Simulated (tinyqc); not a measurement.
Inside a calculation: Fermi-Dirac statistics of conduction electrons. Values are carried at full precision from step to step, so a last printed digit may differ when a step is redone from the rounded ones.

Constants: hbar^2/2m0 = 3.80998211 eV angstrom^2; kB = 8.617333262e-05 eV/K; e^2/(4 pi eps0) = 14.39964547 eV angstrom.

Parameters, chosen for this exercise (near those of InAs, lowest valleys alone; the results hold for these values, not for the real material): m = 0.0258 m0 (density-of-states mass of the conduction band); T = 300 K; n = 5.4e+16 1/cm^3 (electron density); eps = 15.1 (static dielectric constant); alpha = 2.68 1/eV (non-parabolicity).

## Reduced density

N = 2 (m kB T/(4 pi c))^(3/2) with c = hbar^2/2m0, in 1/angstrom^3; times 1e24 for 1/cm^3; u = n/Nc.

kT = 0.025852 eV
Nc = 1.0399e+17 1/cm^3
u = n/Nc = 0.519269

## Reduced Fermi level by five rules

F_j(eta) = (1/Gamma(j + 1)) integral_0^infinity x^j dx/(1 + exp(x - eta)), which tends to exp(eta) for eta << 0.

With u = n/Nc: Boltzmann eta = ln u; Joyce-Dixon eta = ln u + u/sqrt(8) - 4.95009e-3 u^2 + 1.48386e-4 u^3 - 4.42563e-6 u^4; Nilsson eta = ln u/(1 - u^2) + v/(1 + (0.24 + 1.08 v)^-2) with v = (3 sqrt(pi) u/4)^(2/3); fully degenerate limit eta = v; exact: F_1/2(eta) = u.

Find eta = (EF - Ec)/kT by each rule.

eta: Boltzmann -0.655, Joyce-Dixon -0.473, Nilsson -0.475, degenerate 0.781, exact -0.473

Against the exact value the errors are Boltzmann -0.182, Joyce-Dixon 0.000, Nilsson -0.002, degenerate limit +1.254 (in kT).

## Exact eta by Newton steps

Solve ln F_1/2(eta) = ln u from the Boltzmann value; dF_1/2/d eta = F_-1/2, so the step is -ln(F_1/2/u) F_1/2/F_-1/2. Stop below 1e-9.

Newton steps:
```
step        eta     F_1/2    F_-1/2  step taken
1     -0.655334  0.444224  0.384562       0.180
2     -0.475024  0.518405  0.439072     0.00197
3     -0.473059  0.519269  0.439693    2.47e-07
4     -0.473059  0.519269  0.439693    4.06e-15
```

Converged in 4 steps.

## Mean energy, Einstein relation and screening

eta = -0.47306

Mean kinetic energy <E> = (3/2) kT F_3/2/F_1/2; D/mu = (kT/e) F_1/2/F_-1/2; dn/dEF = (Nc/kT) F_-1/2; screening length L = (4 pi (e^2/(4 pi eps0)) (dn/dEF)/eps)^(-1/2), with dn/dEF in 1/(angstrom^3 eV) (1/cm^3 = 1e-24/angstrom^3).

F_-1/2, F_1/2, F_3/2: 0.4397  0.5193  0.5665

<E> = 42.30 meV
D/mu = 30.53 mV
dn/dEF = 1.769e+18 1/(cm^3 eV)
L = 217.2 angstrom

EF lies within 2 kT of the edge. D/mu is 1.181 times kT/e and <E> is 1.091 times (3/2) kT; the Debye formula, with n/kT in place of dn/dEF, would give L = 199.9 angstrom.

## Fermi level in the non-parabolic band

Non-parabolic band E (1 + alpha E) = c k^2/m: n = Nc (2/sqrt(pi)) integral_0^infinity sqrt(x (1 + a x)) (1 + 2 a x) dx/(1 + exp(x - eta)) with a = alpha kT and eta = (EF - Ec)/kT; a = 0 gives n = Nc F_1/2(eta).

Solve for eta at the same n.

a = 0.06928
eta = -0.773
EF - Ec = -19.97 meV

The extra states lower EF by 7.74 meV against the parabolic band.

## Checks

- Non-parabolic integral at a = 0 against F_1/2(2): both 2.823721.
- F_1/2(40) against the Sommerfeld form (4/(3 sqrt(pi))) eta^(3/2) (1 + pi^2/(8 eta^2)): both 190.45.

tinyqc: `OMP_NUM_THREADS=1 python tinyqc.py 1681877 1681878 out.jsonl`; about 0.01 s, one thread, shared Intel(R) Xeon(R) Processor @ 2.30GHz.
